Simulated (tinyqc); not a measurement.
Free-carrier absorption and index change in the near infrared: free-carrier optics of a doped semiconductor (Drude model with one polar phonon).

eps(E) = ei [1 - Ep^2/(E^2 + i E Gam)] + (es - ei) wT^2/(wT^2 - E^2 - i E gT), with Ep^2 = 8 pi c (e^2/(4 pi eps0)) N/(m ei), c = hbar^2/2m0, N in 1/angstrom^3 (1e-24 per 1/cm^3); Gam = hbar/tau, tau = mu m m0/e with m0/e = 5.685630e-12 kg/C and mu in m^2/(V s). Energies in meV.

n + i k = sqrt(eps1 + i eps2) with k >= 0; R = ((n - 1)^2 + k^2)/((n + 1)^2 + k^2) at normal incidence from vacuum; alpha = 2 E k/(hbar c), times 1e8 for 1/cm; loss function Im(-1/eps) = eps2/(eps1^2 + eps2^2).

Constants: hbar^2/2m0 = 3.80998211 eV angstrom^2; e^2/(4 pi eps0) = 14.39964547 eV angstrom; hbar = 6.58211957e-16 eV s; hbar c = 1973.269805 eV angstrom.

Parameters, chosen for this exercise (mass and dielectric values near those of SiC; N and mu are free inputs; interband absorption and the rise of the mass with filling are left out; the results hold for these values, not for the real material): N = 6e+19 1/cm^3 (carrier density); m = 0.398 m0 (conductivity mass); mu = 110 cm^2/(V s) (mobility); ei = 6.65 (high-frequency dielectric constant).

At the wavelengths listed E = hc/lambda (hc = 1239.841984 eV nm). Approximate forms: alpha = ei Ep^2 Gam/(E^2 sqrt(ei) hbar c) and dn = -sqrt(ei) Ep^2/(2 E^2). The phonon term is left out here.

Free carriers:
```
lambda (micrometre)  E (meV)  alpha (1/cm)  alpha, approximate       dn  dn, approximate
1.31                   946.4           123                 121  -0.0454          -0.0450
1.55                   799.9           173                 169  -0.0637          -0.0630
3.00                   413.3           696                 632   -0.247           -0.236
5.00                   248.0      2.46e+03            1.76e+03   -0.757           -0.655
8.00                   155.0      2.23e+04            4.50e+03    -2.07            -1.68
10.60                  117.0      3.38e+04            7.90e+03    -2.01            -2.95
```

Give the missing row, lambda (micrometre) = 2.00.

Computed row:
```
lambda (micrometre)  E (meV)  alpha (1/cm)  alpha, approximate      dn  dn, approximate
2.00                   619.9           293                 281  -0.107           -0.105
```

At 1.55 micrometre alpha = 173 1/cm and dn = -0.0637; a phase shift of pi needs a length lambda/(2 |dn|) = 12.2 micrometre, over which the loss is 0.91 dB. The approximate alpha is within 5 % up to 2 micrometre of the wavelengths listed; it needs photon energies well above both Ep and Gam, which lie at 7.0 and 46.9 micrometre. Interband and intervalley absorption are left out.

(tinyqc, `OMP_NUM_THREADS=1 python tinyqc.py 1652732 1652733 out.jsonl`, Intel(R) Xeon(R) Processor @ 2.30GHz, 1 thread, shared host, about 0.01 s.)
